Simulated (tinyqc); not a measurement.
# Pull-up strength from the switching point

Inverse problem. Transistor (EKV form, voltages against the body): I = 2 n b Vt^2 [F(vp - Vs) - F(vp - Vd)] from drain to source, F(v) = ln^2(1 + exp(v/(2 Vt))), vp = (Vg - VT + sg |Vd - Vs|)/n. n-channel bodies are at 0; for the p-channel device all voltages are counted down from Vdd. b in uA/V^2 gives I in uA. In an inverter In(Vg = Vd = VM) equals Ip at the switching point VM. Find bp and the current there.

Inputs (values chosen for the exercise):
- T = 300 K (temperature)
- Vdd = 0.7 V (supply voltage)
- n = 1.34 (slope factor)
- sg = 0.05 (drain-induced barrier lowering)
- VTn = 0.25 V (n-channel threshold)
- VTp = 0.29 V (p-channel threshold (magnitude))
- bn = 320 uA/V^2 (gain factor of the pull-down transistor)

Constants: q = 1.602176634e-19 C, kB = 1.380649e-23 J/K, Vt = kB T/q. Results are converted to the units shown.

VM = 0.307842479 V

Solution. Ip is proportional to bp, so bp is In(VM) over the p-channel current for unit b.

bp = 160 uA/V^2
current at VM = 1.05 uA

Computed by the program tinyqc: `OMP_NUM_THREADS=1 python tinyqc.py 2340037 2340038 out.jsonl`, one thread of a shared Intel Xeon 2.30GHz, about 0.03 s for the whole run.
